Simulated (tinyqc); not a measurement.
Stress in a transistor channel from embedded alloy regions, liners and fins, by half-space elasticity. Changing the length of a cut fin or stripe. Computed by tinyqc, a small Python program. Command: `OMP_NUM_THREADS=1 python tinyqc.py 3027379 3027380 out.jsonl stressor sweep`. One thread of a shared host (Intel(R) Xeon(R) Processor @ 2.30GHz), about 0.04 s of CPU time with the checks.

Plane strain in an isotropic half-space, the same constants everywhere; x along the channel from its centre, y downwards from the free surface; stress is positive in tension.

Inputs (values chosen for the exercise, modelled on silicon): height of the strained layer h = 14 nm.

Method. Shear-lag estimate for a stripe of length l and height h on a like substrate: the stress along it is s(x)/s_film = 1 - cosh(x/lam)/cosh(l/(2 lam)), lam = (pi/2) g h with g = 1.258; mean = 1 - (2 lam/l) tanh(l/(2 lam)).

One run for each value:
```
length of a cut fin or stripe (nm),share kept at the centre,share kept on average
14,0.0312,0.0208
23,0.0806,0.0539
39,0.2056,0.1382
65,0.4360,0.2971
110,0.7311,0.5155
180,0.9228,0.6935
300,0.9912,0.8156
500,0.9998,0.8893
840,1.0000,0.9341
```

Over the rows, share kept at the centre rises from 0.0312 to 1.000 (exponent d ln y / d ln x 1.9 between the first rows and 4.6e-4 between the last); share kept on average rises from 0.0208 to 0.934 (exponent d ln y / d ln x 1.9 between the first rows and 0.095 between the last).

Caution (rows 300, 500, 840): far from the ends the true relaxation falls as h/x, more slowly than the exponential of the shear-lag model.
